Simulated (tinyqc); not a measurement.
Nudged elastic band on a two-dimensional model surface: one step, computed by the program tinyqc. Command: `OMP_NUM_THREADS=1 python tinyqc.py 3015259 3015260 out.jsonl neb walk`. One thread of a shared host (Intel(R) Xeon(R) Processor @ 2.30GHz), about 0.3 s of CPU time with the checks.

V(x, y) = h u^2 + t x + (kappa/2)(y + c u)^2 with u = x^2/w^2 - 1; the path runs from the minimum near (-w, 0) to that near (w, 0).

Problem. Iteration 2. Tangent at image i: towards the higher neighbour if the energies rise or fall through i; at a maximum or minimum, tau = t+ dmax + t- dmin if V(i+1) > V(i-1), else t+ dmin + t- dmax, with t+ = R(i+1) - R(i), t- = R(i) - R(i-1) and dmax, dmin the larger and smaller of |V(i+1) - V(i)| and |V(i-1) - V(i)|; then normalise. Force F = -grad V + (grad V.tau) tau + k_s (|t+| - |t-|) tau. With a climbing image, the highest image feels instead F = -grad V + 2 (grad V.tau) tau and no spring. Update R(new) = R + eta F; the end points stay fixed.

Inputs (values chosen for the exercise, for a model surface):
```
quantity                    value           unit
height h                     0.42             eV
half width w                  1.2       angstrom
transverse stiffness kappa    4.6  eV/angstrom^2
curvature c                  0.74       angstrom
tilt t                      0.042    eV/angstrom
spring constant k_s           2.2  eV/angstrom^2
step factor eta             0.037  angstrom^2/eV
```

Surface: curved double well. Climbing image: on.

images after iteration 1 (angstrom):
```
                  x          y
image 1  -0.8190672  0.0568916
image 2  -0.4199743  0.1059808
image 3  -0.0180169  0.1262827
image 4   0.3797972  0.1185193
image 5   0.7804443  0.0836711
```

positions (angstrom):
```
                x          y
start   -1.217610  -0.021879
end      1.181578   0.022546
saddle   0.036032   0.739333
```

Give: unit tangents; forces; images after iteration 2.

Solution.

unit tangents:
```
              x        y
image 1  0.9925   0.1221
image 2  0.9987   0.0504
image 3  0.9999   0.0118
image 4  0.9998  -0.0195
image 5  0.9962  -0.0867
```

forces (eV/angstrom):
```
              x      y
image 1  -0.225  1.758
image 2  -0.129  2.571
image 3   0.049  2.824
image 4   0.059  2.543
image 5   0.157  1.718
```

images after iteration 2 (angstrom):
```
               x       y
image 1  -0.8274  0.1219
image 2  -0.4247  0.2011
image 3  -0.0162  0.2308
image 4   0.3820  0.2126
image 5   0.7863  0.1472
```
